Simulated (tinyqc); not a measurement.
Trap density from the barrier height.

Problem. In a partly depleted grain with all boundary traps filled, 2 N W = Qt and VB = q N W^2/(2 eps0 eps_r). Find Qt, W and the doping at which VB would equal Vt.

Inputs (values chosen for the exercise):
```
symbol,value,unit,meaning
T,300,K,temperature
eps_r,11.7,,relative permittivity
```

Constants: q = 1.602176634e-19 C, kB = 1.380649e-23 J/K, Vt = kB T/q, eps0 = 8.8541878128e-14 F/cm where lengths are in cm. Results are converted to the units shown.

doping = 9.3e17 cm^-3
barrier height = 0.19976815 V

Answer. Eliminating W gives VB = q Qt^2/(8 eps0 eps_r N), which falls as 1/N.

Qt = 3.10e12 cm^-2
W = 16.7 nm
doping for VB = Vt = 7.19e18 cm^-3

Computed by the program tinyqc: `OMP_NUM_THREADS=1 python tinyqc.py 2830236 2830237 out.jsonl`, one thread of a shared Intel Xeon 2.30GHz, about 0.01 s for the whole run.
